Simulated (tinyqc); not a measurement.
Shift against diffusion length: interdiffusion of a quantum well during annealing: blurred potential and shift of the confined levels. Computed by tinyqc, a small Python program. Command: `OMP_NUM_THREADS=1 python tinyqc.py 3028339 3028340 out.jsonl qwi walk`. One thread of a shared host (Intel(R) Xeon(R) Processor @ 2.30GHz), about 0.08 s of CPU time with the checks.

A square well of width w is blurred by Fick diffusion with a constant coefficient; band offsets are linear in composition, masses are uniform, and strain and excitons are ignored.

Inputs (values chosen for the exercise, modelled on SiGe in silicon (holes and electrons as a model)):

| quantity | value | unit |
|---|---|---|
| well width w | 11 | nm |
| electron mass m_e | 0.188 | m_0 |
| hole mass m_h | 0.269 | m_0 |
| conduction offset V_c | 0.034 | eV |
| valence offset V_v | 0.19 | eV |

Constants: hbar^2/(2 m_0) = 3.80998212 eV angstrom^2.

Method:
- Square well, ground state: take the lowest root of k tan(k w/2) = kappa, k^2 = E/c, kappa^2 = (V - E)/c, c = hbar^2/(2m) with hbar^2/(2 m_0) in eV angstrom^2.
- With L = sqrt(D t) and the share at the centre erf(w/(4L)). After the anneal: V(z) = V {1 - (1/2)[erf((w/2 - z)/(2L)) + erf((w/2 + z)/(2L))]}, energies counted from the original well bottom. Finite differences on 3000 points over |z| < w/2 + 6L + 25 nm; shifts are taken against the same grid with cell-averaged square steps.
- First-order estimate for small L: the shift is 2 L^2 V |d(psi^2)/dz| at an edge, with psi the normalised square-well state: psi^2 = cos^2(k z)/(w/2 + 1/kappa) inside, so |d(psi^2)/dz| = k sin(k w)/(w/2 + 1/kappa).

electron level before the anneal = 7.72623 meV

hole level before the anneal = 8.61240 meV

Shifts (meV):

| L/w | L (nm) | share at the centre | electron | hole | sum | first-order sum |
|---|---|---|---|---|---|---|
| 0.02 | 0.22 | 1 | 0.062 | 0.262 | 0.324 | 0.36065 |
| 0.04 | 0.44 | 1 | 0.237 | 0.968 | 1.204 | 1.4426 |
| 0.07 | 0.77 | 1.00000 | 0.685 | 2.809 | 3.494 | 4.4180 |
| 0.1 | 1.1 | 0.99959 | 1.333 | 5.774 | 7.107 | 9.0163 |
| 0.15 | 1.65 | 0.98158 | 2.782 | 14.024 | 16.805 | 20.287 |
| 0.2 | 2.2 | 0.92290 | 4.52 | 26.153 | 30.672 | 36.065 |
| 0.3 | 3.3 | 0.76141 | 8.004 | 53.079 | 61.083 | 81.146 |
| 0.45 | 4.95 | 0.56794 | 12.029 | 84.29 | 96.319 | 182.58 |
| 0.7 | 7.7 | 0.38649 | 16.048 | 114.091 | 130.139 | 441.80 |
| 1 | 11 | 0.27633 | 18.669 | 132.617 | 151.287 | 901.63 |

What follows from these numbers?

The sum grows as L^1.89 between the first rows (L^2, linear in time, in first order) and as L^0.42 between the last, as it bends towards the limit V_c + V_v less the original levels, 207.7 meV. The first-order form is off by +11 % in the first row and +27 % at L/w = 0.1; it needs L well below the decay length 1/kappa. At L/w = 0.2 the hole level has moved by the larger share of its offset (13.8 % for the hole, 13.3 % for the electron). Caution: the well mass is used in the barriers too; a heavier barrier mass would lower these levels.
